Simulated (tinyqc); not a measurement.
Debye-Callaway model of lattice thermal conductivity: one step, computed by the program tinyqc.

Three acoustic branches with one velocity v, cut at omega_D = k_B Theta/hbar; x = hbar omega/(k_B T). v and Theta are separate inputs: Theta cuts off the heat-carrying modes, so C need not reach 3 k_B/V. gamma is an effective value that sets the umklapp rate. Heat flows along the film.

Problem. The integrand on a coarse grid. Rates: point defects A omega^4; umklapp B omega^2 T exp(-Theta/(b T)) with B = hbar gamma^2/(M v^2 Theta). Film: the bulk time tau of each mode, from the resistive rates above, is multiplied by the Fuchs-Sondheimer factor F = (3/2) int_0^1 (1 - u^2) [1 - (1 - p) (u/d) (1 - E)/(1 - p E)] du, with E = exp(-d/u), d = t/(v tau), by 48 Gauss-Legendre points in z with u = z^4; the boundary rate is defined as 1/(F tau) - 1/tau. x runs in ten equal steps to min(Theta/T, 12); g = x^4 e^x/(e^x - 1)^2; tau_C is the inverse of all rates summed; the last column is c tau_C g with c = (k_B/(2 pi^2 v)) (k_B T/hbar)^3.

Inputs (values chosen for the exercise, for a model crystal):
```
quantity                              value        unit
sound velocity v                       3830         m/s
Debye temperature Theta                 316           K
mean atomic mass M                      116           u
effective Grueneisen parameter gamma  0.941           -
umklapp exponent divisor b                3           -
film thickness t                        4.6  micrometre
specularity p                           0.8           -
temperature T                           400           K
```

Sample: film. Point defects: isotopes. Normal processes: left out.

Rayleigh coefficient A = 1.893195e-45 s^3

Constants: k_B = 1.380649e-23 J/K; hbar = 1.054571817e-34 J s; u = 1.6605390666e-27 kg.

Give: Integrand.

Solution.

Integrand:
```
x           g  tau_C (s)  c tau_C g (W/(m K))
0.079  0.0062  1.626e-09                265.9
0.158  0.0249  4.398e-10                287.3
0.237  0.0559  1.976e-10                289.8
0.316  0.0990  1.110e-10                288.3
0.395  0.1540  7.060e-11                285.2
0.474  0.2205  4.857e-11                280.9
0.553  0.2981  3.527e-11                275.8
0.632  0.3864  2.663e-11                269.9
0.711  0.4848  2.072e-11                263.4
0.790  0.5926  1.649e-11                256.4
```

Among these rows the integrand is largest at x = 0.24.
